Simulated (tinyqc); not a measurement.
Liquidus of a compound AB in a simple-solution melt, liquid-phase epitaxy and vapour pressures: one step, computed by the program tinyqc. Command: `OMP_NUM_THREADS=1 python tinyqc.py 3008188 3008189 out.jsonl liq35 walk`. One thread of a shared host (Intel(R) Xeon(R) Processor @ 2.30GHz), about 0.04 s of CPU time with the checks.

x is the atom fraction of B in the melt. The melt is a simple solution: R T ln gamma_B = W (1 - x)^2, R T ln gamma_A = W x^2, W = a + b T. The solid AB is stoichiometric.

Task: Slope of the liquidus. Liquidus (Vieland): f(x) = R T ln[4 x (1 - x)] + 2 W (1/2 - x)^2 + S_F (T_F - T) = 0. dx/dT = -(df/dT)/f', df/dT = R ln[4 x (1 - x)] + 2 b (1/2 - x)^2 - S_F, f' = (1 - 2x)[R T/(x (1 - x)) - 2 W]. Concentrations: C_L = x N_A/V_L in the melt, C_S = 4/a0^3 in the solid; m = dT/dC_L.

Inputs (values chosen for the exercise, for a model compound):

| quantity | value | unit |
|---|---|---|
| entropy of fusion S_F | 59.8 | J/(mol K) |
| interaction slope b | -29.3 | J/(mol K) |
| saturation temperature T | 729 | K |
| molar volume of the melt V_L | 12.1 | cm^3/mol |
| lattice constant a0 | 6.096 | angstrom |

solubility x = 0.01897295

W = 2.0403 kJ/mol

Constants: R = 8.314462618 J/(mol K); N_A = 6.02214076e+23 1/mol; k_B = 8.617333262e-05 eV/K.

Give: dx/dT; C_L; C_S; slope m; apparent heat of solution k_B T^2 d ln x/dT.

Result:

dx/dT = 3.069e-04 1/K

C_L = 9.443e+20 1/cm^3

C_S = 1.766e+22 1/cm^3

slope m = 6.546e-20 K cm^3

apparent heat of solution k_B T^2 d ln x/dT = 0.7409 eV
